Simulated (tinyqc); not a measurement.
Stress in a transistor channel from embedded alloy regions, liners and fins, by half-space elasticity: one step, computed by the program tinyqc.

Plane strain in an isotropic half-space, the same constants everywhere; x along the channel from its centre, y downwards from the free surface; stress is positive in tension.

Task: Stress at the centre of the channel. A line element dA of misfit at (a, c) in the half-space gives, with C = E e/(2 pi (1 - nu)), X = x - a, r1^2 = X^2 + (y - c)^2, r2^2 = X^2 + Y^2, Y = y + c: s_xx = -C dA {[X^2 - (y - c)^2]/r1^4 + 3 [X^2 - Y^2]/r2^4 + 4 y Y (Y^2 - 3 X^2)/r2^6}, s_yy = C dA {[X^2 - (y - c)^2]/r1^4 - [X^2 - Y^2]/r2^4 + 4 y Y (Y^2 - 3 X^2)/r2^6}. These are integrated over two rectangles, L/2 < |a| < L/2 + S, 0 < c < d (closed form in a, 200 Gauss-Legendre points in c).

Inputs (values chosen for the exercise, modelled on silicon):
```
quantity,value,unit
Young's modulus E,162,GPa
Poisson ratio nu,0.21,-
channel length L,78,nm
length of each stressor S,195,nm
recess depth d,25,nm
depth of the field point y,2.7,nm
```

Stressor: Si(1-x)Ge(x) source and drain.

misfit e = 0.007866

stress of a blanket film = -1.613028 GPa

Give: s_xx; s_yy; s_xx over the blanket-film stress.

Result:

s_xx = -905.2 MPa

s_yy = -2.888 MPa

s_xx over the blanket-film stress = 0.5612

The channel is compressed along its length; s_yy is 0.0032 of s_xx in size and vanishes at the surface.
